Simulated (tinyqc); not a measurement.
Gas flow in a process chamber: flow regimes, conductance, effective pumping speed, pump-down, outgassing and purge: one step, computed by the program tinyqc. Command: `OMP_NUM_THREADS=1 python tinyqc.py 3120413 3120414 out.jsonl pump walk`. One thread of a shared host (Intel(R) Xeon(R) Processor @ 2.30GHz), about 0.06 s of CPU time with the checks.

Ideal gas, isothermal flow, a pump of constant speed at the end of a round pipe; process gas, volume gas and outgassing are given the same properties. 1 sccm = 101325 Pa x 1e-6 m^3/60 s x T/273.15 K.

Problem. Purging a well-mixed chamber. With steady flow a contaminant decays as exp(-t/residence time); gas used = flow x time.

Inputs (values chosen for the exercise, modelled on hydrogen near room temperature): temperature T = 350 K; process gas flow = 64 sccm.

residence time = 0.02054163 s

Give: time to dilute 1e3 times; time to dilute 1e6 times; gas used for 1e6.

Solution.

time to dilute 1e3 times = 0.14190 s

time to dilute 1e6 times = 0.28379 s

gas used for 1e6 = 0.30271 standard cm^3
